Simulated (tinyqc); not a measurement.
Charge-trap memory cell: one step of the calculation.

Channel, tunnel oxide, storage layer, blocking layer, gate. N electrons per area sit in a sheet at the centroid and shift the threshold by U = (q/eps0) N (tb/eb + xc tn/en). EOT = t1 + 3.9 (tn/en + tb/eb); tunnel field F = (Vg - U)/EOT; dN/dt = eta (J/q)(1 - N/Nm). Fowler-Nordheim: J = A F^2 exp(-B/F), A = q^2/(16 pi^2 hbar mo phi) (times 1e14 for A/cm^2 with F in V/nm, emitter mass m0), B = (4/3) sqrt(mo/C) phi^1.5, C = hbar^2/(2 m0).

Question. Constants of the stack. EOT, the shift for 1e12 electrons per cm^2, the shift with all traps full, and the starting field, current and rate.

Inputs (values chosen for the exercise); oxide values close to those of silicon dioxide, storage layer close to silicon nitride, blocking layer close to aluminium oxide: tunnel barrier phi = 3.07 eV; tunnelling mass mo = 0.43 m0; tunnel oxide (permittivity 3.9) t1 = 4.1 nm; storage layer tn = 7 nm; its relative permittivity en = 7.6; blocking layer tb = 9.5 nm; its relative permittivity eb = 9; charge centroid, share of tn counted from the blocking side xc = 0.66; capture efficiency of an empty layer eta = 0.79; trap density Nm = 1.2e13 cm^-2; gate voltage less flat band and surface potential Vg = 12.5 V.

Constants: q = 1.602176634e-19 C, hbar = 1.054571817e-34 J s, m0 = 9.1093837015e-31 kg, eps0 = 8.8541878128e-14 F/cm where lengths are in cm, hbar^2/(2 m0) = 0.0380998212 eV nm^2. Results are converted to the units shown.

Give: EOT; shift for 1e12 cm^-2; shift with all traps full; F(0); J(0); dN/dt at the start.

Answer.

EOT = 11.809 nm
shift for 1e12 cm^-2 = 0.30100 V
shift with all traps full = 3.6120 V
F(0) = 1.0585 V/nm
J(0) = 0.017031 A/cm^2
dN/dt at the start = 8.3977e16 cm^-2 s^-1

Range of the model: The Fowler-Nordheim form needs F t1 above phi; trap-assisted paths and leakage through the blocking layer are left out.

Computed by the program tinyqc: `OMP_NUM_THREADS=1 python tinyqc.py 2130078 2130079 out.jsonl`, one thread of a shared Intel Xeon 2.30GHz, about 0.04 s for the whole run.
